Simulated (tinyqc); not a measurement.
# Switching power and leakage at the onset of runaway

Question. T = T0 + Rth P(T), P(T) = Pd + Pl (T/300 K)^2 exp[(q Ea/kB)(1/(300 K) - 1/T)]. At the onset of runaway the loop gain Rth dP/dT equals one as well. Find Pd and the critical Pl.

Values chosen for this exercise:
```
symbol,value,unit,meaning
T0,300,K,ambient temperature
Ea,0.41,eV,activation energy of the leakage
Rth,4.5,K/W,thermal resistance
```

Constants: q = 1.602176634e-19 C, kB = 1.380649e-23 J/K. Results are converted to the units shown.

temperature at the onset of runaway = 356.02267 K

Solution. With s = 2/T + q Ea/(kB T^2), unit gain means Rth (P - Pd) = 1/s; the heat balance then gives Pd, and the leakage term Pl.

Pd = 7.300 W
critical Pl = 0.3015 W

Numbers from tinyqc (`OMP_NUM_THREADS=1 python tinyqc.py 2520017 2520018 out.jsonl`; about 0.01 s on one thread of a shared Intel Xeon 2.30GHz).
